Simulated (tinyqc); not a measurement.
CIS and TDHF on RHF in the sto-6g basis, for H6, spin multiplicity 1, step by step (part 1 of 2). Computed by tinyqc, a small Python program that keeps every step (integrals from PySCF). Settings: charge = 0, multiplicity = 1, basis = sto-6g, method = RHF, energy threshold = 1e-10, iteration cap = 84, orthogonalisation = canonical, start = core, DIIS depth = 6, TDHF = 1. Command: `OMP_NUM_THREADS=1 python tinyqc.py 25626 25627 out.jsonl` (the two numbers bound the seeds that draw the settings). One thread of a shared host (Intel(R) Xeon(R) Processor @ 2.60GHz), about 0.2 s of CPU time with the checks. The early iterations of the SCF are left out here.

## One-electron integrals

Geometry (angstrom):
```
atom,x,y,z
H,0.000000,0.000000,0.000000
H,0.000000,0.000000,0.853000
H,0.000000,0.000000,2.035000
H,0.000000,0.000000,2.888000
H,0.000000,0.000000,4.071000
H,0.000000,0.000000,4.923000
```

Basis sto-6g: exponents (1/bohr^2) and contraction coefficients of normalised primitives:
```
element,l (shell),exponent,coefficient
H,s (1),35.523221,0.009164
H,s (1),6.513144,0.049361
H,s (1),1.822143,0.168538
H,s (1),0.625955,0.370563
H,s (1),0.243077,0.416492
H,s (1),0.100112,0.130334
```

Overlap, kinetic and nuclear-attraction integrals over the contracted functions; the nuclear repulsion is the sum of Za Zb / Rab.

nuclear repulsion = 4.69528819 hartree

overlap S:
```
,1H 1s,2H 1s,3H 1s,4H 1s,5H 1s,6H 1s
1H 1s,1.000000,0.586779,0.113351,0.026516,0.002820,0.000467
2H 1s,0.586779,1.000000,0.396556,0.113351,0.014581,0.002825
3H 1s,0.113351,0.396556,1.000000,0.586779,0.113169,0.026516
4H 1s,0.026516,0.113351,0.586779,1.000000,0.396045,0.113351
5H 1s,0.002820,0.014581,0.113169,0.396045,1.000000,0.587414
6H 1s,0.000467,0.002825,0.026516,0.113351,0.587414,1.000000
```

kinetic energy T (hartree):
```
,1H 1s,2H 1s,3H 1s,4H 1s,5H 1s,6H 1s
1H 1s,0.768522,0.173680,-0.011855,-0.006576,-0.001127,-0.000245
2H 1s,0.173680,0.768522,0.058398,-0.011855,-0.004214,-0.001129
3H 1s,-0.011855,0.058398,0.768522,0.173680,-0.011861,-0.006576
4H 1s,-0.006576,-0.011855,0.173680,0.768522,0.058166,-0.011855
5H 1s,-0.001127,-0.004214,-0.011861,0.058166,0.768522,0.174168
6H 1s,-0.000245,-0.001129,-0.006576,-0.011855,0.174168,0.768522
```

nuclear attraction V (hartree):
```
,1H 1s,2H 1s,3H 1s,4H 1s,5H 1s,6H 1s
1H 1s,-2.506417,-1.484171,-0.270908,-0.061988,-0.006293,-0.001006
2H 1s,-1.484171,-2.821234,-1.024646,-0.283839,-0.034107,-0.006306
3H 1s,-0.270908,-1.024646,-2.969807,-1.651333,-0.283339,-0.061988
4H 1s,-0.061988,-0.283839,-1.651333,-2.969588,-1.023095,-0.270909
5H 1s,-0.006293,-0.034107,-0.283339,-1.023095,-2.821284,-1.486169
6H 1s,-0.001006,-0.006306,-0.061988,-0.270909,-1.486169,-2.507003
```

core Hamiltonian H = T + V (hartree):
```
,1H 1s,2H 1s,3H 1s,4H 1s,5H 1s,6H 1s
1H 1s,-1.737895,-1.310491,-0.282763,-0.068564,-0.007419,-0.001251
2H 1s,-1.310491,-2.052712,-0.966248,-0.295695,-0.038321,-0.007434
3H 1s,-0.282763,-0.966248,-2.201285,-1.477653,-0.295200,-0.068564
4H 1s,-0.068564,-0.295695,-1.477653,-2.201066,-0.964929,-0.282764
5H 1s,-0.007419,-0.038321,-0.295200,-0.964929,-2.052761,-1.312001
6H 1s,-0.001251,-0.007434,-0.068564,-0.282764,-1.312001,-1.738481
```

## Two-electron integrals

Functions are numbered as in S; the eight-fold symmetry (ij|kl) = (ji|kl) = (kl|ij) leaves the list below.

Two-electron integrals (ij|kl) in chemists' order, unique and non-zero (hartree):
```
i,j,k,l,(ij|kl)
1,1,1,1,0.774999
2,1,1,1,0.382237
2,1,2,1,0.228638
2,2,1,1,0.528391
2,2,2,1,0.382237
2,2,2,2,0.774999
3,1,1,1,0.052216
3,1,2,1,0.034621
3,1,2,2,0.065936
3,1,3,1,0.006479
3,2,1,1,0.143728
3,2,2,1,0.107635
3,2,2,2,0.233676
3,2,3,1,0.023669
3,2,3,2,0.096208
3,3,1,1,0.259237
3,3,2,1,0.191884
3,3,2,2,0.422891
3,3,3,1,0.052216
3,3,3,2,0.233676
3,3,3,3,0.774999
4,1,1,1,0.009916
4,1,2,1,0.006671
4,1,2,2,0.012951
4,1,3,1,0.001351
4,1,3,2,0.005148
4,1,3,3,0.012951
4,1,4,1,0.000302
4,2,1,1,0.033301
4,2,2,1,0.024421
4,2,2,2,0.052216
4,2,3,1,0.005708
4,2,3,2,0.023669
4,2,3,3,0.065936
4,2,4,1,0.001351
4,2,4,2,0.006479
4,3,1,1,0.126788
4,3,2,1,0.090546
4,3,2,2,0.191884
4,3,3,1,0.024421
4,3,3,2,0.107635
4,3,3,3,0.382237
4,3,4,1,0.006671
4,3,4,2,0.034621
4,3,4,3,0.228638
4,4,1,1,0.183210
4,4,2,1,0.126788
4,4,2,2,0.259237
4,4,3,1,0.033301
4,4,3,2,0.143728
4,4,3,3,0.528391
4,4,4,1,0.009916
4,4,4,2,0.052216
4,4,4,3,0.382237
4,4,4,4,0.774999
5,1,1,1,0.000820
5,1,2,1,0.000560
5,1,2,2,0.001105
5,1,3,1,0.000120
5,1,3,2,0.000469
5,1,3,3,0.001266
5,1,4,1,0.000029
5,1,4,2,0.000132
5,1,4,3,0.000715
5,1,4,4,0.001182
5,1,5,1,2.92e-06
5,2,1,1,0.003402
5,2,2,1,0.002431
5,2,2,2,0.005077
5,2,3,1,0.000578
5,2,3,2,0.002387
5,2,3,3,0.007008
5,2,4,1,0.000145
5,2,4,2,0.000706
5,2,4,3,0.004097
5,2,4,4,0.007008
5,2,5,1,0.000016
5,2,5,2,0.000087
5,3,1,1,0.020065
5,3,2,1,0.013854
5,3,2,2,0.028247
5,3,3,1,0.003552
5,3,3,2,0.015121
5,3,3,3,0.052118
5,3,4,1,0.000998
5,3,4,2,0.005117
5,3,4,3,0.034557
5,3,4,4,0.065818
5,3,5,1,0.000120
5,3,5,2,0.000705
5,3,5,3,0.006457
5,4,1,1,0.060583
5,4,2,1,0.040745
5,4,2,2,0.080562
5,4,3,1,0.010076
5,4,3,2,0.041818
5,4,3,3,0.143504
5,4,4,1,0.002949
5,4,4,2,0.015126
5,4,4,3,0.107465
5,4,4,4,0.233304
5,4,5,1,0.000394
5,4,5,2,0.002385
5,4,5,3,0.023596
5,4,5,4,0.095936
5,5,1,1,0.129987
5,5,2,1,0.085434
5,5,2,2,0.164437
5,5,3,1,0.020094
5,5,3,2,0.080649
5,5,3,3,0.259113
5,5,4,1,0.005678
5,5,4,2,0.028285
5,5,4,3,0.191774
5,5,4,4,0.422611
5,5,5,1,0.000820
5,5,5,2,0.005077
5,5,5,3,0.052118
5,5,5,4,0.233304
5,5,5,5,0.774999
6,1,1,1,0.000112
6,1,2,1,0.000078
6,1,2,2,0.000156
6,1,3,1,0.000017
6,1,3,2,0.000070
6,1,3,3,0.000197
6,1,4,1,4.30e-06
6,1,4,2,0.000020
6,1,4,3,0.000115
6,1,4,4,0.000197
6,1,5,1,4.62e-07
6,1,5,2,2.53e-06
6,1,5,3,0.000020
6,1,5,4,0.000070
6,1,5,5,0.000156
6,1,6,1,7.54e-08
6,2,1,1,0.000566
6,2,2,1,0.000398
6,2,2,2,0.000822
6,2,3,1,0.000096
6,2,3,2,0.000395
6,2,3,3,0.001185
6,2,4,1,0.000025
6,2,4,2,0.000120
6,2,4,3,0.000717
6,2,4,4,0.001269
6,2,5,1,2.76e-06
6,2,5,2,0.000016
6,2,5,3,0.000132
6,2,5,4,0.000469
6,2,5,5,0.001107
6,2,6,1,4.63e-07
6,2,6,2,2.93e-06
6,3,1,1,0.004181
6,3,2,1,0.002839
6,3,2,2,0.005680
6,3,3,1,0.000707
6,3,3,2,0.002954
6,3,3,3,0.009916
6,3,4,1,0.000197
6,3,4,2,0.001000
6,3,4,3,0.006671
6,3,4,4,0.012951
6,3,5,1,0.000025
6,3,5,2,0.000145
6,3,5,3,0.001349
6,3,5,4,0.005141
6,3,5,5,0.012949
6,3,6,1,4.30e-06
6,3,6,2,0.000029
6,3,6,3,0.000302
6,4,1,1,0.015573
6,4,2,1,0.010329
6,4,2,2,0.020101
6,4,3,1,0.002479
6,4,3,2,0.010091
6,4,3,3,0.033301
6,4,4,1,0.000707
6,4,4,2,0.003558
6,4,4,3,0.024421
6,4,4,4,0.052216
6,4,5,1,0.000095
6,4,5,2,0.000578
6,4,5,3,0.005699
6,4,5,4,0.023639
6,4,5,5,0.065931
6,4,6,1,0.000017
6,4,6,2,0.000120
6,4,6,3,0.001351
6,4,6,4,0.006479
6,5,1,1,0.069247
6,5,2,1,0.045008
6,5,2,2,0.085537
6,5,3,1,0.010339
6,5,3,2,0.040840
6,5,3,3,0.126897
6,5,4,1,0.002841
6,5,4,2,0.013891
6,5,4,3,0.090620
6,5,4,4,0.192033
6,5,5,1,0.000398
6,5,5,2,0.002434
6,5,5,3,0.024409
6,5,5,4,0.107613
6,5,5,5,0.382766
6,5,6,1,0.000078
6,5,6,2,0.000562
6,5,6,3,0.006678
6,5,6,4,0.034656
6,5,6,5,0.229190
6,6,1,1,0.107491
6,6,2,1,0.069181
6,6,2,2,0.130019
6,6,3,1,0.015573
6,6,3,2,0.060669
6,6,3,3,0.183210
6,6,4,1,0.004181
6,6,4,2,0.020101
6,6,4,3,0.126788
6,6,4,4,0.259237
6,6,5,1,0.000565
6,6,5,2,0.003404
6,6,5,3,0.033257
6,6,5,4,0.143589
6,6,5,5,0.528750
6,6,6,1,0.000112
6,6,6,2,0.000822
6,6,6,3,0.009916
6,6,6,4,0.052216
6,6,6,5,0.382766
6,6,6,6,0.774999
```

## Orthogonalisation

S = U s U^T; canonical form X = U s^(-1/2), so that X^T S X = 1. Each column of U has its largest component positive (the first on a tie).

eigenvalues of S: 0.243033  0.354529  0.521897  1.173952  1.633244  2.073345

X:
```
,1,2,3,4,5,6
1H 1s,0.494651,-0.743479,0.636121,0.434153,-0.374872,0.199579
2H 1s,-0.801597,0.881209,-0.429866,0.229793,-0.389328,0.279996
3H 1s,1.081214,-0.281760,-0.608441,-0.430084,-0.117380,0.350620
4H 1s,-1.080973,-0.278426,0.609585,-0.430468,0.116742,0.350563
5H 1s,0.802423,0.882231,0.427507,0.229316,0.389650,0.279945
6H 1s,-0.496005,-0.745729,-0.634110,0.433208,0.375418,0.199713
```

## Iteration 6 (converged): orbitals

converged F (hartree):
```
,1H 1s,2H 1s,3H 1s,4H 1s,5H 1s,6H 1s
1H 1s,-0.313352,-0.548295,-0.143121,-0.020497,-0.001224,-0.004362
2H 1s,-0.548295,-0.372090,-0.324069,-0.143069,-0.019126,-0.001234
3H 1s,-0.143121,-0.324069,-0.377731,-0.556127,-0.142825,-0.020532
4H 1s,-0.020497,-0.143069,-0.556127,-0.377554,-0.323635,-0.143085
5H 1s,-0.001224,-0.019126,-0.142825,-0.323635,-0.372368,-0.548775
6H 1s,-0.004362,-0.001234,-0.020532,-0.143085,-0.548775,-0.313832
```

Diagonalise F' = X^T F X, C = X C', fill 3 alpha and 3 beta electrons from the bottom; D = 2 C_occ C_occ^T. Each column has its largest component positive (the first on a tie).

F' = X^T F X (hartree):
```
,1,2,3,4,5,6
1,1.045744,-0.000066,0.014177,0.000087,-0.036979,-0.000049
2,-0.000066,0.660802,-0.000143,-0.061522,-0.000001,0.008706
3,0.014177,-0.000143,0.349943,0.000154,0.007862,0.000019
4,0.000087,-0.061522,0.000154,-0.418969,-0.000093,0.008151
5,-0.036979,-0.000001,0.007862,-0.000093,-0.563685,-0.000030
6,-0.000049,0.008706,0.000019,0.008151,-0.000030,-0.668245
```

orbital energies (hartree): MO1 -0.668599, MO2 -0.564608, MO3 -0.422160, MO4 0.349736, MO5 0.664347, MO6 1.046875

coefficients C:
```
,MO1,MO2,MO3,MO4,MO5,MO6
1H 1s,0.190379,-0.368845,-0.398350,0.622326,-0.765831,0.515926
2H 1s,0.264554,-0.403710,-0.289189,-0.417031,0.868529,-0.801119
3H 1s,0.367609,-0.087371,0.432628,-0.631073,-0.254263,1.071195
4H 1s,0.367502,0.085970,0.433048,0.631815,-0.251930,-1.070890
5H 1s,0.264761,0.404304,-0.287992,0.415602,0.869495,0.801570
6H 1s,0.190750,0.369766,-0.397094,-0.620860,-0.767630,-0.516918
```

D after iteration 6:
```
,1H 1s,2H 1s,3H 1s,4H 1s,5H 1s,6H 1s
1H 1s,0.661947,0.628941,-0.140251,-0.268499,0.032002,0.116222
2H 1s,0.628941,0.633202,0.014828,-0.125431,-0.019788,0.032041
3H 1s,-0.140251,0.014828,0.659874,0.629869,-0.125178,-0.267959
4H 1s,-0.268499,-0.125431,0.629869,0.659958,0.014688,-0.140142
5H 1s,0.032002,-0.019788,-0.125178,0.014688,0.632998,0.628721
6H 1s,0.116222,0.032041,-0.267959,-0.140142,0.628721,0.661592
```

## Convergence

Stop when the energy changes by less than 1e-10 hartree and every element of the error matrix X^T (F D S - S D F) X is below 3e-06.

Course of the cycle:
```
iteration,E (hartree),change,largest element of the error matrix
1,-2.94109576,-,5.48e-01
2,-3.27800656,-3.37e-01,4.24e-02
3,-3.28042927,-2.42e-03,1.05e-02
4,-3.28062182,-1.93e-04,4.16e-04
5,-3.28062204,-2.17e-07,7.04e-06
6,-3.28062204,-6.58e-11,1.82e-07
```

PySCF RHF in the same basis = -3.28062204 hartree

Converged in 6 iterations.

## Integrals over molecular orbitals

(pq|rs) = sum C_ip C_jq C_kr C_ls (ij|kl), one index at a time.

one-electron integrals over orbitals h = C^T H C (hartree):
```
,1,2,3,4,5,6
1,-2.268396,0.000268,-0.141436,0.000107,-0.075388,-0.000115
2,0.000268,-2.041673,0.000234,-0.172534,-0.000321,-0.059639
3,-0.141436,0.000234,-2.010474,-0.000508,0.151541,-0.000078
4,0.000107,-0.172534,-0.000508,-1.636241,-0.000155,0.152887
5,-0.075388,-0.000321,0.151541,-0.000155,-1.323487,0.000250
6,-0.000115,-0.059639,-0.000078,0.152887,0.000250,-1.188526
```

Two-electron integrals over orbitals (pq|rs), unique and non-zero (hartree):
```
p,q,r,s,(pq|rs)
1,1,1,1,0.417778
2,1,1,1,-0.000091
2,1,2,1,0.128775
2,2,1,1,0.331665
2,2,2,1,0.000385
2,2,2,2,0.389027
3,1,1,1,0.081594
3,1,2,1,-0.000126
3,1,2,2,-0.051938
3,1,3,1,0.125341
3,2,1,1,-0.000201
3,2,2,1,-0.121953
3,2,2,2,-0.000288
3,2,3,1,-0.000269
3,2,3,2,0.141416
3,3,1,1,0.386402
3,3,2,1,-0.000415
3,3,2,2,0.347450
3,3,3,1,0.041765
3,3,3,2,0.000330
3,3,3,3,0.387368
4,1,1,1,-0.000008
4,1,2,1,0.038685
4,1,2,2,-0.000091
4,1,3,1,0.000109
4,1,3,2,0.005205
4,1,3,3,0.000049
4,1,4,1,0.081220
4,2,1,1,0.060032
4,2,2,1,-0.000235
4,2,2,2,-0.001357
4,2,3,1,0.051735
4,2,3,2,0.000021
4,2,3,3,0.014273
4,2,4,1,-0.000136
4,2,4,2,0.073148
4,3,1,1,0.000240
4,3,2,1,0.064658
4,3,2,2,0.000134
4,3,3,1,0.000250
4,3,3,2,-0.063966
4,3,3,3,-0.000109
4,3,4,1,0.014942
4,3,4,2,0.000144
4,3,4,3,0.079181
4,4,1,1,0.385887
4,4,2,1,-0.000351
4,4,2,2,0.347532
4,4,3,1,0.038264
4,4,3,2,0.000256
4,4,3,3,0.376343
4,4,4,1,0.000009
4,4,4,2,0.023885
4,4,4,3,-0.000068
4,4,4,4,0.390929
5,1,1,1,0.008502
5,1,2,1,0.000069
5,1,2,2,0.028654
5,1,3,1,-0.024340
5,1,3,2,0.000085
5,1,3,3,-0.010684
5,1,4,1,0.000068
5,1,4,2,0.037635
5,1,4,3,0.000092
5,1,4,4,-0.000459
5,1,5,1,0.048873
5,2,1,1,0.000140
5,2,2,1,0.025182
5,2,2,2,-0.000046
5,2,3,1,0.000182
5,2,3,2,0.004043
5,2,3,3,0.000083
5,2,4,1,0.055596
5,2,4,2,0.000086
5,2,4,3,-0.037900
5,2,4,4,0.000071
5,2,5,1,0.000143
5,2,5,2,0.087956
5,3,1,1,-0.067753
5,3,2,1,0.000226
5,3,2,2,-0.003993
5,3,3,1,-0.056129
5,3,3,2,0.000009
5,3,3,3,-0.028347
5,3,4,1,0.000130
5,3,4,2,-0.069205
5,3,4,3,-0.000180
5,3,4,4,-0.023819
5,3,5,1,-0.031790
5,3,5,2,-0.000061
5,3,5,3,0.074449
5,4,1,1,0.000149
5,4,2,1,0.122936
5,4,2,2,0.000274
5,4,3,1,0.000217
5,4,3,2,-0.134999
5,4,3,3,-0.000358
5,4,4,1,0.004506
5,4,4,2,-0.000038
5,4,4,3,0.065456
5,4,4,4,-0.000297
5,4,5,1,-0.000051
5,4,5,2,-0.000955
5,4,5,3,0.000021
5,4,5,4,0.145265
5,5,1,1,0.347113
5,5,2,1,0.000311
5,5,2,2,0.392879
5,5,3,1,-0.040854
5,5,3,2,-0.000222
5,5,3,3,0.359564
5,5,4,1,-0.000063
5,5,4,2,0.004267
5,5,4,3,0.000126
5,5,4,4,0.368263
5,5,5,1,0.028679
5,5,5,2,-0.000028
5,5,5,3,-0.007687
5,5,5,4,0.000234
5,5,5,5,0.417450
6,1,1,1,0.000048
6,1,2,1,-0.001734
6,1,2,2,0.000061
6,1,3,1,0.000011
6,1,3,2,-0.015583
6,1,3,3,-0.000037
6,1,4,1,-0.029295
6,1,4,2,0.000083
6,1,4,3,-0.049103
6,1,4,4,-0.000022
6,1,5,1,-0.000021
6,1,5,2,0.031018
6,1,5,3,-0.000058
6,1,5,4,0.012496
6,1,5,5,0.000046
6,1,6,1,0.066517
6,2,1,1,0.013799
6,2,2,1,0.000088
6,2,2,2,0.033420
6,2,3,1,-0.022092
6,2,3,2,0.000062
6,2,3,3,0.000174
6,2,4,1,0.000093
6,2,4,2,0.034035
6,2,4,3,0.000110
6,2,4,4,-0.001563
6,2,5,1,0.044690
6,2,5,2,0.000154
6,2,5,3,-0.035855
6,2,5,4,-0.000052
6,2,5,5,0.032588
6,2,6,1,-0.000037
6,2,6,2,0.047032
6,3,1,1,0.000011
6,3,2,1,-0.042227
6,3,2,2,0.000073
6,3,3,1,-0.000107
6,3,3,2,0.003462
6,3,3,3,-0.000017
6,3,4,1,-0.077456
6,3,4,2,0.000146
6,3,4,3,-0.017646
6,3,4,4,-0.000021
6,3,5,1,-0.000057
6,3,5,2,-0.055484
6,3,5,3,-0.000154
6,3,5,4,-0.003394
6,3,5,5,0.000074
6,3,6,1,0.028963
6,3,6,2,-0.000082
6,3,6,3,0.083150
6,4,1,1,-0.083644
6,4,2,1,0.000139
6,4,2,2,0.044216
6,4,3,1,-0.119818
6,4,3,2,0.000243
6,4,3,3,-0.043469
6,4,4,1,-0.000093
6,4,4,2,-0.053733
6,4,4,3,-0.000246
6,4,4,4,-0.043237
6,4,5,1,0.021112
6,4,5,2,-0.000177
6,4,5,3,0.056802
6,4,5,4,-0.000213
6,4,5,5,0.044220
6,4,6,1,-0.000013
6,4,6,2,0.021162
6,4,6,3,0.000102
6,4,6,4,0.129367
6,5,1,1,-0.000070
6,5,2,1,0.131159
6,5,2,2,0.000359
6,5,3,1,-0.000073
6,5,3,2,-0.126007
6,5,3,3,-0.000424
6,5,4,1,0.039671
6,5,4,2,-0.000225
6,5,4,3,0.068402
6,5,4,4,-0.000367
6,5,5,1,0.000059
6,5,5,2,0.026145
6,5,5,3,0.000217
6,5,5,4,0.132427
6,5,5,5,0.000312
6,5,6,1,-0.002741
6,5,6,2,0.000082
6,5,6,3,-0.046604
6,5,6,4,0.000098
6,5,6,5,0.147446
6,6,1,1,0.446179
6,6,2,1,-0.000124
6,6,2,2,0.354280
6,6,3,1,0.088699
6,6,3,2,-0.000193
6,6,3,3,0.415591
6,6,4,1,-0.000013
6,6,4,2,0.066753
6,6,4,3,0.000256
6,6,4,4,0.421908
6,6,5,1,0.009821
6,6,5,2,0.000153
6,6,5,3,-0.076694
6,6,5,4,0.000145
6,6,5,5,0.380896
6,6,6,1,0.000052
6,6,6,2,0.016234
6,6,6,3,0.000019
6,6,6,4,-0.097504
6,6,6,5,-0.000111
6,6,6,6,0.503642
```

## CIS matrix, singlets

A(ia,jb) = (e_a - e_i) d_ij d_ab + 2 (ia|jb) - (ij|ab).

CIS matrix A, singlet (hartree):
```
,1>4,1>5,1>6,2>4,2>5,2>6,3>4,3>5,3>6
1>4,0.794888,-0.000013,0.025054,0.000078,-0.011743,0.000048,-0.008379,0.000044,-0.035093
1>5,-0.000013,1.083579,0.000027,-0.047667,-0.000026,-0.041779,-0.000032,-0.022726,-0.000040
1>6,0.025054,0.000027,1.402329,0.000027,-0.069122,0.000051,0.021613,-0.000043,-0.030772
2>4,0.000078,-0.047667,0.000027,0.713107,-0.000102,0.023853,0.000033,-0.003411,0.000049
2>5,-0.011743,-0.000026,-0.069122,-0.000102,1.011988,-0.000052,0.059200,0.000100,0.015038
2>6,0.000048,-0.041779,0.000051,0.023853,-0.000052,1.351266,-0.000024,0.054297,0.000028
3>4,-0.008379,-0.000032,0.021613,0.000033,0.059200,-0.000024,0.553914,-0.000001,0.008176
3>5,0.000044,-0.022726,-0.000043,-0.003411,0.000100,0.054297,-0.000001,0.875841,0.000115
3>6,-0.035093,-0.000040,-0.030772,0.000049,0.015038,0.000028,0.008176,0.000115,1.219745
```

## CIS singlet states

dipole integrals <i|r|a> (bohr):
```
,x,y,z
1>4,0.000000,0.000000,-0.061622
1>5,0.000000,0.000000,-0.000553
1>6,0.000000,0.000000,-0.268368
2>4,0.000000,0.000000,-0.001260
2>5,0.000000,0.000000,-0.668994
2>6,0.000000,0.000000,-0.000433
3>4,0.000000,0.000000,1.838807
3>5,0.000000,0.000000,0.000614
3>6,0.000000,0.000000,0.061528
```

Diagonalise A (1 hartree = 27.211386 eV); each vector has its largest component positive (the first on a tie). The transition dipole is mu = sqrt2 sum c_ia <i|r|a>.

singlet excitation energies (eV): 14.830792  19.216088  21.525098  23.641000  27.434981  29.471923  33.122387  37.163999  38.677372

lowest vectors:
```
,state 1,state 2,state 3,state 4,state 5,state 6
1>4,0.029479,-0.000867,0.995177,0.000650,-0.030795,-0.000090
1>5,0.000034,0.124343,0.000150,0.071723,0.000309,0.976263
1>6,-0.036637,-0.000002,-0.030980,-0.000029,0.161311,-0.000125
2>4,-0.000269,0.990592,0.000888,-0.059332,-0.000372,-0.113998
2>5,-0.129937,0.000232,0.044372,-0.000634,0.975612,-0.000282
2>6,0.000029,-0.032529,-0.000054,-0.102313,0.000106,0.174273
3>4,0.990363,0.000319,-0.024218,-0.000153,0.134362,-0.000104
3>5,0.000032,0.046979,-0.000577,0.990387,0.000625,-0.059526
3>6,-0.009242,-0.000165,0.078143,-0.000208,-0.056193,0.000328
```

oscillator strengths 2/3 w |mu|^2: 2.666241  0.000001  0.015807  0.000001  0.272779  0.000000

## TDHF (RPA) singlet states

B(ia,jb) = 2 (ia|jb) - (ib|ja); the squared energies are the eigenvalues of (A - B)(A + B); 1 hartree = 27.211386 eV.

TDHF matrix B, singlet (hartree):
```
,1>4,1>5,1>6,2>4,2>5,2>6,3>4,3>5,3>6
1>4,0.081220,0.000068,-0.029295,-0.000136,0.073558,0.000104,0.014942,0.000168,-0.105809
1>5,0.000068,0.048873,-0.000021,0.019673,0.000143,0.058361,0.000055,-0.031790,-0.000055
1>6,-0.029295,-0.000021,0.066517,0.000073,0.017347,-0.000037,-0.020750,-0.000060,0.028963
2>4,-0.000136,0.019673,0.000073,0.073148,0.000086,0.034035,0.000144,-0.100510,0.000183
2>5,0.073558,0.000143,0.017347,0.000086,0.087956,0.000154,-0.006595,-0.000061,-0.075114
2>6,0.000104,0.058361,-0.000037,0.034035,0.000154,0.047032,0.000074,-0.016225,-0.000082
3>4,0.014942,0.000055,-0.020750,0.000144,-0.006595,0.000074,0.079181,-0.000180,-0.017646
3>5,0.000168,-0.031790,-0.000060,-0.100510,-0.000061,-0.016225,-0.000180,0.074449,-0.000154
3>6,-0.105809,-0.000055,0.028963,0.000183,-0.075114,-0.000082,-0.017646,-0.000154,0.083150
```

squared energies w^2 (hartree^2): 0.289616  0.482354  0.605129  0.735609  0.997164  1.164843  1.451272  1.860855  2.015571

TDHF energies from the positive w^2 (eV): 14.644084  18.898771  21.167754  23.338563  27.172777  29.368678  32.781219  37.119916  38.632226

## CIS matrix, triplets

A(ia,jb) = (e_a - e_i) d_ij d_ab - (ij|ab).

CIS matrix A, triplet (hartree):
```
,1>4,1>5,1>6,2>4,2>5,2>6,3>4,3>5,3>6
1>4,0.632447,-0.000149,0.083644,0.000351,-0.122936,-0.000139,-0.038264,-0.000217,0.119818
1>5,-0.000149,0.985833,0.000070,-0.122936,-0.000311,-0.131159,-0.000217,0.040854,0.000073
1>6,0.083644,0.000070,1.269294,-0.000139,-0.131159,0.000124,0.119818,0.000073,-0.088699
2>4,0.000351,-0.122936,-0.000139,0.566811,-0.000274,-0.044216,-0.000256,0.134999,-0.000243
2>5,-0.122936,-0.000311,-0.131159,-0.000274,0.836075,-0.000359,0.134999,0.000222,0.126007
2>6,-0.000139,-0.131159,0.000124,-0.044216,-0.000359,1.257202,-0.000243,0.126007,0.000193
3>4,-0.038264,-0.000217,0.119818,-0.000256,0.134999,-0.000243,0.395553,0.000358,0.043469
3>5,-0.000217,0.040854,0.000073,0.134999,0.000222,0.126007,0.000358,0.726943,0.000424
3>6,0.119818,0.000073,-0.088699,-0.000243,0.126007,0.000193,0.043469,0.000424,1.053444
```

## CIS triplet states

Diagonalise A (1 hartree = 27.211386 eV); each vector has its largest component positive (the first on a tie).

triplet excitation energies (eV): 9.005015  11.929490  14.206505  21.446809  24.062421  26.709036  29.532409  36.155600  37.122642

lowest vectors:
```
,state 1,state 2,state 3,state 4,state 5,state 6
1>4,0.074998,-0.002592,0.852894,0.000201,-0.454159,-0.000468
1>5,0.000776,0.258576,0.001399,0.041588,0.000984,0.901920
1>6,-0.168774,0.000953,-0.062162,-0.000321,0.225766,-0.000941
2>4,0.001815,0.817263,0.001609,0.520231,-0.001111,-0.245609
2>5,-0.267230,0.000986,0.418963,-0.000870,0.782824,-0.001794
2>6,0.000584,0.160839,0.000960,-0.164201,0.000484,0.312425
3>4,0.944770,-0.001935,0.025720,0.000027,0.287843,-0.000851
3>5,-0.001470,-0.489221,-0.000873,0.837059,0.001596,0.169119
3>6,-0.043390,0.001157,-0.304153,-0.000543,-0.217020,-0.000311
```
